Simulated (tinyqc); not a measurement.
# Film thickness from the threshold shift

Problem. Undoped body with a flat potential across it, hard walls, transport along x. Three valley pairs (g = 2 each) with the longitudinal mass along x, y or z. Non-parabolicity enters the subband edges through E (1 + al E) = gamma, so E = 2 gamma/(1 + sqrt(1 + 4 al gamma)); motion within a subband is taken as parabolic with the band-edge mass. Energies are counted from the bulk band edge. gamma = C (pi k/(t + dl))^2/mz, C = hbar^2/(2 m0). Each subband has N_k = g sqrt(mx my) m0 kB T/(pi hbar^2); without degeneracy n = exp(EF/Vt) sum N_k exp(-E_k/Vt). Classical value Nc times t, Nc = sum over valleys of 2 g (m m0 kB T/(2 pi hbar^2))^1.5 with m = (mx my mz)^(1/3). Threshold shift dVT = Vt ln(classical value/sum N_k exp(-E_k/Vt)). Find t and the lowest subband edge.

Parameters, values chosen for the exercise; masses close to those of silicon:
- T = 300 K (temperature)
- ml = 0.923 m0 (longitudinal mass)
- mt = 0.194 m0 (transverse mass)
- al = 0 1/eV (non-parabolicity)
- dl = 0 nm (widening of the box by penetration into the insulator)

Constants: q = 1.602176634e-19 C, kB = 1.380649e-23 J/K, hbar = 1.054571817e-34 J s, m0 = 9.1093837015e-31 kg, Vt = kB T/q, hbar^2/(2 m0) = 0.0380998212 eV nm^2. Results are converted to the units shown.

dVT = 37.971676 mV

Answer. dVT is evaluated for trial values of t with all subbands; between 1.5 and 25 nm one value matches.

t = 4.80 nm
E_1 = 17.7 meV

Program tinyqc, `OMP_NUM_THREADS=1 python tinyqc.py 2350053 2350054 out.jsonl`; Intel Xeon 2.30GHz, shared host, one thread, about 0.1 s.
